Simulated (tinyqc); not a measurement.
From image to dissolution rate: chemically amplified photoresist: aerial image, acid generation, bake, development and line width. Computed by tinyqc, a small Python program. Command: `OMP_NUM_THREADS=1 python tinyqc.py 3027267 3027268 out.jsonl resist walk`. One thread of a shared host (Intel(R) Xeon(R) Processor @ 2.30GHz), about 0.02 s of CPU time with the checks.

Lines and spaces of pitch p with a two-beam-like image; x = 0 is the middle of the bright space. The resist is positive and treated as uniform in depth.

Inputs (values chosen for the exercise, for a model resist at 13.5 nm): pitch p = 26 nm; image contrast c = 0.52; mean dose E = 14.9 mJ/cm^2; Dill parameter C = 0.019 cm^2/mJ; quencher load q, relative to the acid generator = 0.051; acid diffusivity D = 0.038 nm^2/s; bake time t = 45 s; amplification rate k_amp = 0.042 1/s; threshold protection m_th = 0.53; development selectivity n = 12; largest rate r_max = 240 nm/s; smallest rate r_min = 0.14 nm/s.

Method:
- Dose E(x) = E [1 + c cos(2 pi x/p)]; acid h = 1 - exp(-C E(x)).
- Bake: the acid image is blurred by a Gaussian of variance sigma^2 = 2 D t (each Fourier term k of h, taken on 64 points, is multiplied by exp(-4 pi^2 k^2 D t/p^2)).
- The quencher then removes q, h_eff = max(h_blurred - q, 0); protection m = exp(-k_amp t h_eff).
- Mack rate r = r_max (a + 1)(1 - m)^n/(a + (1 - m)^n) + r_min, a = ((n + 1)/(n - 1))(1 - m_th)^n.

Across half a pitch:
```
x/p   x (nm)  dose (mJ/cm^2)  blurred acid  protection m  rate (nm/s)
0.00     0.0          22.648       0.34041       0.57869   4.4671e+01
0.05     1.3          22.269       0.33599       0.58354   3.9847e+01
0.10     2.6          21.168       0.32303       0.59801   2.7691e+01
0.15     3.9          19.454       0.30244       0.62175   1.4251e+01
0.20     5.2          17.294       0.27576       0.65391   5.1935e+00
0.25     6.5          14.900       0.24521       0.69277   1.3699e+00
0.30     7.8          12.506       0.21362       0.73539   3.4576e-01
0.35     9.1          10.346       0.18420       0.77745   1.6581e-01
0.40    10.4           8.632       0.16021       0.81350   1.4309e-01
0.45    11.7           7.531       0.14450       0.83801   1.4057e-01
0.50    13.0           7.152       0.13904       0.84672   1.4029e-01
```

What does the comparison show, and why?

The dose varies by a factor 3.17 across the pattern and the rate by 318.

Extremes, crossings and ranges named in words are read from the listed rows.
